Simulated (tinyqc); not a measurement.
From a target to a composition: model-solid line-up of a strained alloy layer on a substrate.

Problem. A layer of the alloy is strained to the substrate, and its gap (Ec minus the top valence edge) is given. Find x between 0.08 and 0.98, where the gap is monotonic.

All values of the alloy are linear in x but the gap, Eg(x) = (1 - x) Eg_A + x Eg_B - C x (1 - x), and the valence edge, Ev(x) = (1 - x) Ev_A + x Ev_B + fv C x (1 - x); Ec = Ev + Eg. Ev is the top of the unstrained valence band on a scale common to all materials. In the layer only the Gamma valley of the conduction band is followed, also where an X or L valley would lie lower.

Coherent growth on a (110) face: e_par = (a_s - a)/a, e_perp = -(C11 + 3 C12 - 2 C44)/(C11 + C12 + 2 C44) e_par; exx = eyy = (e_par + e_perp)/2, ezz = e_par, exy = (e_perp - e_par)/2, eyz = ezx = 0.

Strained edges: Ec + ac tr(e); the valence edges are Ev plus the levels of the 6 x 6 matrix of X, Y, Z times spin with -Dso/3 + l exx + m (eyy + ezz) on the diagonal (cyclic), n exy off it, l = av + 2 b, m = av - b, n = sqrt(3) d. Spin-orbit term (Dso/3) L.sigma on X, Y, Z with (L_k)_ij = -i epsilon_kij: <X+|H|Y+> = -i Dso/3, <X+|H|Z-> = Dso/3, <Y+|H|Z-> = -i Dso/3, <Z+|H|X-> = -Dso/3, <Z+|H|Y-> = i Dso/3, <X-|H|Y-> = i Dso/3, and their conjugates; + and - are the spin along z.

Inputs chosen for the exercise (A near AlAs, B near InAs, substrate near InP; shifted at random, so the results belong to these values and not to a real crystal): a = (5.663, 6.054) angstrom (lattice constant of A, B); Eg = (3.071, 0.415) eV (gap at Gamma to the s-like level of A, B); Dso = (0.281, 0.394) eV (spin-orbit splitting of A, B); Ev = (-1.35, -0.59) eV (top of the unstrained valence band of A, B); ac = (-5.61, -5.09) eV (conduction deformation potential of A, B); av = (2.5, 1) eV (valence hydrostatic potential of A, B); b = (-2.28, -1.77) eV (tetragonal shear potential of A, B); d = (-3.42, -3.56) eV (trigonal shear potential of A, B); C11 = (124, 84.5) GPa (of A, B); C12 = (53.4, 45.9) GPa (of A, B); C44 = (54.2, 39.1) GPa (of A, B); C = 0.595 eV (bowing of the gap); fv = 0 (share of the bowing taken by the valence edge); a_s = 5.865 angstrom (substrate); face = 110 (growth face).

strained gap = 2.046467 eV

Find: x; e_par; gap of the relaxed alloy.

Solution. Bisect on x; the strained gap is 2.3410 eV at x = 0.08 and 0.5964 eV at x = 0.98.

x = 0.240
e_par = 1.879 %
gap of the relaxed alloy = 2.325 eV

(tinyqc, `OMP_NUM_THREADS=1 python tinyqc.py 1051433 1051434 out.jsonl`, Intel(R) Xeon(R) Processor @ 2.30GHz, 1 thread, shared host, about 0.01 s.)
